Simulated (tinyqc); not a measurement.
Finnis-Sinclair potential for a bcc metal: fit to cohesion and elasticity, then vacancy, surfaces and structure: one step, computed by the program tinyqc.

E = (1/2) sum V(r) - A sqrt(rho), rho = sum phi(r), phi = (r - d)^2 for r < d, V = (r - c)^2 (c0 + c1 r + c2 r^2) for r < c. In bcc the 8 first neighbours lie at sqrt(3) a/2 and the 6 second at a; both cut-offs lie below the third shell; Omega = a^3/2; E is per atom and z the number of atoms in a shell. The four constants A, c0, c1, c2 are fitted to E_c, zero pressure, B and C12 - C44 alone, so C44 and C11 - C12 are not matched singly; defects are unrelaxed.

Problem. Three linear equations for c0, c1, c2. With v_k = (r - c)^2 r^k the rows are (1/2) sum z v_k, (1/2) sum z r v_k' and (1/2) sum z r^2 v_k''. With rho1 = sum z r phi' and rho2 = sum z r^2 phi'' the right-hand sides are: -E_c + A sqrt(rho) (cohesion); A rho1/(2 sqrt(rho)) (zero pressure); 9 B Omega + A [rho2/(2 sqrt(rho)) - rho1^2/(4 rho^(3/2))] with B = (C11 + 2 C12)/3.

Inputs (values chosen for the exercise, modelled on molybdenum):
```
quantity             value      unit
lattice constant a   3.147  angstrom
cohesive energy E_c   6.95        eV
target C11             457       GPa
target C12             159       GPa
pair cut-off c/a     1.032         -
```

rho = 21.75849 angstrom^2

A = 1.929882 eV/angstrom

rho1 = -98.79165 angstrom^2

rho2 = 237.6866 angstrom^2

Constants: 1 eV/angstrom^3 = 160.2176634 GPa.

Give: matrix; right-hand side.

Solution.

matrix:
```
                  c0      c1      c2
cohesion        1.12    3.07    8.41
pressure      -13.29  -33.95  -86.61
bulk modulus  118.84  274.90  632.99
```

right-hand side (eV): 2.05  -20.44  228.91
